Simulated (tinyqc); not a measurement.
Scattering of inversion-layer electrons by surface optical phonons of the gate insulator (remote phonon scattering). Changing the static constant of the insulator eps_0s. Computed by tinyqc, a small Python program. Command: `OMP_NUM_THREADS=1 python tinyqc.py 3111546 3111547 out.jsonl sophonon sweep`. One thread of a shared host (Intel(R) Xeon(R) Processor @ 2.30GHz), about 0.02 s of CPU time with the checks.

One subband with the Fang-Howard envelope; insulator and channel are half-spaces, the gate is far away, and an interlayer only moves the polar surface away by t (its own modes and its permittivity contrast are left out).

Inputs (values chosen for the exercise, modelled on HfO2 on In0.53Ga0.47As):
```
quantity                                   value        unit
intermediate constant eps_i                 6.64           -
optical constant eps_inf                       5           -
hbar omega_TO1                              12.8         meV
hbar omega_TO2                              48.5         meV
constant of the channel eps_s               13.9           -
in-plane mass m                           0.0413         m_0
valleys g_v                                    1           -
sheet density n                          5.7e+11      1/cm^2
mean distance of the electrons z0 = 3/b        4          nm
interlayer thickness t                         0          nm
temperature T                                200           K
mobility from other processes               2820  cm^2/(V s)
```

Screening by the channel electrons: none.

Constants: k_B = 8.617333262e-05 eV/K; hbar^2/(2 m_0) = 3.80998212 eV angstrom^2; e^2/(4 pi eps_0) = 14.39964548 eV angstrom; hbar = 6.582119569e-16 eV s; e = 1.602176634e-19 C; m_0 = 9.1093837015e-31 kg.

Method:
- eps(w) = eps_inf + (eps_0s - eps_i) w1^2/(w1^2 - w^2) + (eps_i - eps_inf) w2^2/(w2^2 - w^2). Surface modes solve eps(w) + eps_s = 0, a quadratic in w^2; the strength of a mode is g = 2/(w d eps/dw).
- Occupation N = 1/(exp(hbar w/(k_B T)) - 1).
- Density of states D = g_v m/(pi hbar^2); eta = E_F/(k_B T) = ln(exp(n/(D k_B T)) - 1); screening wave number q_s = e^2 D/(2 eps_0 eps_avg) x 1/(1 + exp(-eta)), eps_avg = (eps_s + eps_inf)/2; b = 3/z0.
- For a mode of strength g, without the occupation factor, Area x |M(q)|^2 = e^2 hbar w g/(2 eps_0 q) x (b/(b + q))^6 exp(-2 q t).
- Approximate momentum relaxation rate, taking tau v alike in the initial and final states: 1/tau = (m/(2 pi hbar^3)) sum over modes and over absorption (N, E' = E + hbar w) and emission (N + 1, E' = E - hbar w > 0) of [(1 - f(E'))/(1 - f(E))] int_0^(2 pi) Area |M(q)|^2 (1 - cos theta) d theta, q^2 = k^2 + k'^2 - 2 k k' cos theta, f the Fermi function; 48 midpoints in theta from 0 to pi.
- mu = (e/m) int tau E f (1 - f) dE/(k_B T int f dE), by 300 midpoints from 0 to (max(eta, 0) + 14) k_B T; Matthiessen sum with the other processes.

One run for each value:
```
static constant of the insulator eps_0s  remote-phonon mobility (cm^2/(V s))  loss of mobility (%)
7.0                                                               2.3843e+05                 1.169
9.5                                                               6.9240e+04                 3.913
13.0                                                              4.1829e+04                 6.316
18.0                                                              2.9943e+04                 8.607
24.0                                                              2.4193e+04                10.439
32.0                                                              2.0723e+04                11.978
44.0                                                              1.8471e+04                13.245
60.0                                                              1.7360e+04                13.974
```

Over the rows, remote-phonon mobility (cm^2/(V s)) falls from 238000 to 17400 (exponent d ln y / d ln x -4.0 between the first rows and -0.20 between the last); loss of mobility (%) rises from 1.17 to 14.0 (exponent d ln y / d ln x 4.0 between the first rows and 0.17 between the last). The strengths add up to 1/(eps_s + eps_inf) - 1/(eps_s + eps_0s), which levels off as eps_0s grows, while the lower surface mode moves up.

Caution (all rows): a relaxation time is only an approximation for inelastic scattering, and static or no screening brackets the true dynamic screening only roughly.
